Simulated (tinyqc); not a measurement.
Inside a calculation. Method: Hueckel theory of the pi electrons with the omega technique, for the molecule C=C1C=CC=CC=C1 (SMILES; centres numbered as the heavy atoms are written). Computed by tinyqc, a small Python program that keeps every step. Settings: charge = 0, omega = 1.0, damping = 0. Command: `OMP_NUM_THREADS=1 python tinyqc.py 21145 21146 out.jsonl` (the two numbers bound the seeds that draw the settings). One thread of a shared host (Intel(R) Xeon(R) Processor @ 2.60GHz), about 0.01 s of CPU time with the checks.

Centres:

| centre | z_r, pi electrons of the neutral centre | h |
|---|---|---|
| 1C | 1 | 0.0000 |
| 2C | 1 | 0.0000 |
| 3C | 1 | 0.0000 |
| 4C | 1 | 0.0000 |
| 5C | 1 | 0.0000 |
| 6C | 1 | 0.0000 |
| 7C | 1 | 0.0000 |
| 8C | 1 | 0.0000 |

Bonds:

| i | j | k |
|---|---|---|
| 1 | 2 | 1 |
| 2 | 3 | 1 |
| 3 | 4 | 1 |
| 4 | 5 | 1 |
| 5 | 6 | 1 |
| 6 | 7 | 1 |
| 7 | 8 | 1 |
| 8 | 2 | 1 |

Each round sets h_r = h_r(0) + omega (z_r - P_rr), keeping the share named as damping of the old diagonal; repeat until output and input diagonals agree to 1e-6.

Rounds:

| round | sum n x | largest \|h(out) - h(in)\| |
|---|---|---|
| 1 | 9.9944 | 3.11e-01 |
| 2 | 9.9259 | 2.53e-01 |
| 3 | 9.9732 | 2.33e-01 |
| 4 | 9.9316 | 2.27e-01 |
| 5 | 9.9718 | 2.26e-01 |
| 6 | 9.9333 | 2.28e-01 |
| 7 | 9.9730 | 2.31e-01 |
| 8 | 9.9341 | 2.36e-01 |
| 9 | 9.9751 | 2.41e-01 |
| 10 | 9.9346 | 2.47e-01 |
| 11 | 9.9774 | 2.53e-01 |
| 12 | 9.9350 | 2.59e-01 |
| 13 | 9.9800 | 2.66e-01 |
| 14 | 9.9355 | 2.72e-01 |
| 15 | 9.9828 | 2.79e-01 |
| 16 | 9.9361 | 2.86e-01 |
| 17 | 9.9857 | 2.92e-01 |
| 18 | 9.9367 | 2.99e-01 |
| 19 | 9.9887 | 3.05e-01 |
| 20 | 9.9375 | 3.12e-01 |
| 21 | 9.9918 | 3.18e-01 |
| 22 | 9.9383 | 3.26e-01 |
| 23 | 9.9950 | 3.32e-01 |
| 24 | 9.9391 | 3.39e-01 |
| 25 | 9.9982 | 3.45e-01 |
| 26 | 9.9401 | 3.52e-01 |
| 27 | 10.0014 | 3.58e-01 |
| 28 | 9.9411 | 3.64e-01 |
| 29 | 10.0047 | 3.70e-01 |
| 30 | 9.9421 | 3.77e-01 |
| 31 | 10.0079 | 3.82e-01 |
| 32 | 9.9432 | 3.89e-01 |
| 33 | 10.0111 | 3.94e-01 |
| 34 | 9.9443 | 4.00e-01 |
| 35 | 10.0142 | 4.05e-01 |
| 36 | 9.9454 | 4.11e-01 |
| 37 | 10.0172 | 4.16e-01 |
| 38 | 9.9465 | 4.21e-01 |
| 39 | 10.0201 | 4.26e-01 |
| 40 | 9.9476 | 4.31e-01 |

Can the last value be used, and what does the course show?

Not by the stop rule. Not converged within 40 rounds: the residual wanders without falling. Reruns: damping 0.5: converged in 14; damping 0.8: not converged.
